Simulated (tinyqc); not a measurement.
Inside a calculation. Model: programming of a floating-gate cell by Fowler-Nordheim tunnelling.

Program tinyqc, `OMP_NUM_THREADS=1 python tinyqc.py 2130037 2130038 out.jsonl`; Intel Xeon 2.30GHz, shared host, one thread, about 0.01 s. Printed values are rounded.

Per tunnel area the floating gate has Ctun = 3.9 eps0/tox to the channel (0 V) and Ccg to the control gate, Ct = Ctun/(1 - ag), no other coupling. With the threshold shift U = -Q/Ccg the field is F = ag (Vg - U)/tox, and dU/dt = J/Ccg. Fowler-Nordheim: J = A F^2 exp(-B/F), A = q^2/(16 pi^2 hbar mo phi) (times 1e14 for A/cm^2 with F in V/nm, emitter mass m0), B = (4/3) sqrt(mo/C) phi^1.5, C = hbar^2/(2 m0).

Values chosen for this exercise; oxide values close to those of silicon dioxide:
```
symbol,value,unit,meaning
phi,3.17,eV,tunnel barrier
mo,0.46,m0,tunnelling mass
tox,9.1,nm,tunnel oxide thickness
ag,0.69,,coupling ratio Ccg/Ct
ar,630,nm^2,tunnel area
Vt0,-1,V,threshold shift at the start
Vg,16.6,V,control-gate voltage
dt,0.35,us,time step
n,8,,steps
```

Constants: q = 1.602176634e-19 C, hbar = 1.054571817e-34 J s, m0 = 9.1093837015e-31 kg, eps0 = 8.8541878128e-14 F/cm where lengths are in cm, hbar^2/(2 m0) = 0.0380998212 eV nm^2. Results are converted to the units shown.

Range of the model: Programming fields of 10 MV/cm and more wear the oxide; trapping and the channel potential are ignored.

## Constants of the cell

A, B, Ccg = ag Ct, the starting field and current, K = A B ag/(Ccg tox), and the knee time t0 = exp(B/F(0))/K.

A = 1.057080e8 A cm^-2 (V/nm)^-2
B = 26.14840 V/nm
Ccg = 0.8446161 uF/cm^2
F(0) = 1.334505 V/nm
J(0) = 0.5823056 A/cm^2
K = 2.481425e14 1/s
t0 = 1.302856 us
electrons for 1 V of shift = 33.21158

## Explicit time steps against the exact solution

U(new) = U + dt J(F(U))/Ccg. Exact: exp(B/F(t)) = exp(B/F(0)) + K t, K = A B ag/(Ccg tox), and U = Vg - tox F/ag.

```
step  t (us)  F (V/nm)  J (A/cm^2)  U by steps (V)  U exact (V)
0          0  1.334505   0.5823056       -1.000000    -1.000000
1       0.35  1.316209   0.4313889       -0.758699    -0.788834
2        0.7  1.302654   0.3436384       -0.579936    -0.622042
3       1.05  1.291857   0.2857654       -0.437536    -0.484628
4        1.4  1.282878   0.2445828       -0.319117    -0.368052
5       1.75  1.275193   0.2137273       -0.217765    -0.266994
6        2.1  1.268478   0.1897263       -0.129198    -0.177927
7       2.45  1.262516   0.1705155       -0.050578    -0.098390
8        2.8  1.257159   0.1547876        0.020082    -0.026604
```

The steps run ahead by 30.1 mV after the first and 46.7 mV after the last, as each uses the larger current of its start; the step is 0.27 of the knee time t0.
